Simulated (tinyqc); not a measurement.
MOS inversion layer, Poisson-Schroedinger loop: effect of the sheet density of electrons.

Electrons confined at an insulator interface at z = 0, treated as a hard wall; parabolic valleys, Hartree approximation, no image or exchange terms. The depletion charge lies far deeper than the electrons and gives a uniform field q Nd/(eps0 eps_r); the gate balances all charge. Energies are counted from the band edge at the interface.

Schroedinger equation -(C/mz) psi'' + (V0 + U + dE for set B) psi = E psi, C = hbar^2/(2 m0), psi(0) = 0, on a uniform mesh of 800 nodes with a far wall at 30 nm, 8 levels a set; V0 = q Nd z/(eps0 eps_r); dU/dz = q (Ns - integral of n from 0 to z)/(eps0 eps_r), U(0) = 0; N_k = g md m0 q Vt/(pi hbar^2) ln(1 + exp((EF - E_k)/Vt)), g the number of valleys of the set, sum N_k = Ns. Triangular well: E_k = a_k (C F^2/mz)^(1/3), a_1 = 2.338107, a_2 = 4.087949, C = hbar^2/(2 m0), F in eV/nm. Fang-Howard (all electrons in the lowest level of set A): b^3 = 6 (mz1/C) q (Nd + 11 Ns/32)/(eps0 eps_r), centroid 3/b, level C b^2/(4 mz1) + (3/b) q (Nd + 11 Ns/16)/(eps0 eps_r). The centroid adds 3.9 z_av/eps_r to an oxide-equivalent thickness.

Values chosen for this exercise; masses and permittivity close to those of silicon (100): temperature T = 77 K; relative permittivity eps_r = 11.6; mass along z of valley set A (2 valley(s)) mz1 = 0.932 m0; in-plane density-of-states mass of set A md1 = 0.191 m0; mass along z of valley set B (4 valley(s)) mz2 = 0.193 m0; in-plane density-of-states mass of set B md2 = 0.414 m0; sheet density of depletion charge Nd = 7.6e11 cm^-2; extra shift of set B (strain) dE = 0 eV.

Constants: q = 1.602176634e-19 C, kB = 1.380649e-23 J/K, hbar = 1.054571817e-34 J s, m0 = 9.1093837015e-31 kg, Vt = kB T/q, eps0 = 8.8541878128e-14 F/cm where lengths are in cm, hbar^2/(2 m0) = 0.0380998212 eV nm^2. Results are converted to the units shown.

Results:
columns A: Ns (cm^-2); B: A1 (meV); C: B1 (meV); D: EF (meV); E: share of A1 (%); F: share of set A (%); G: centroid z_av (nm); H: added oxide equivalent (nm); I: Fang-Howard centroid (nm)
```
A          B     C     D     E     F     G      H     I
1e11    44.6  74.1  28.9  94.2  95.0  2.41  0.811  2.46
2.1e11  47.6  77.7  37.1  94.4  95.2  2.37  0.797  2.42
9.7e11  66.1   100  68.3  95.4  96.1  2.14  0.721  2.21
2.1e12  89.9   129   101  95.9  96.6  1.93  0.650  2.00
4.4e12   131   179   157  95.2  96.1  1.70  0.571  1.73
9.4e12   205   271   258  91.2  93.0  1.48  0.497  1.43
2e13     331   437   436  83.8  86.6  1.29  0.434  1.16
```

Estimate the missing row, Ns = 4.5e11 cm^-2.

Computed row:
columns A: Ns (cm^-2); B: A1 (meV); C: B1 (meV); D: EF (meV); E: share of A1 (%); F: share of set A (%); G: centroid z_av (nm); H: added oxide equivalent (nm); I: Fang-Howard centroid (nm)
```
A          B     C     D     E     F     G      H     I
4.5e11  53.7  85.2  49.1  94.8  95.6  2.29  0.769  2.34
```

With this row back in the table: As Ns goes from 1e11 to 2e13, A1 rises from 44.6 to 331 meV, the share of A1 goes from 94.2 through a maximum of 95.9 (at Ns = 2.1e12 among the rows listed) to 83.8 % and the centroid falls from 2.41 to 1.29 nm. A1 goes as Ns^(0.64) between the last two rows (a triangular well in the field of that charge alone gives 2/3). EF lies more than 2 meV above A1 for Ns = 9.7e11, 2.1e12, 4.4e12, 9.4e12, 2e13. The Fang-Howard centroid is 1.9 % above the full one in the first row, where A1 holds 94.2 %, and 10 % below it in the last, where A1 holds 83.8 %.

Computed by the program tinyqc: `OMP_NUM_THREADS=1 python tinyqc.py 2160110 2160111 out.jsonl`, one thread of a shared Intel Xeon 2.30GHz, about 0.8 s for the whole run.
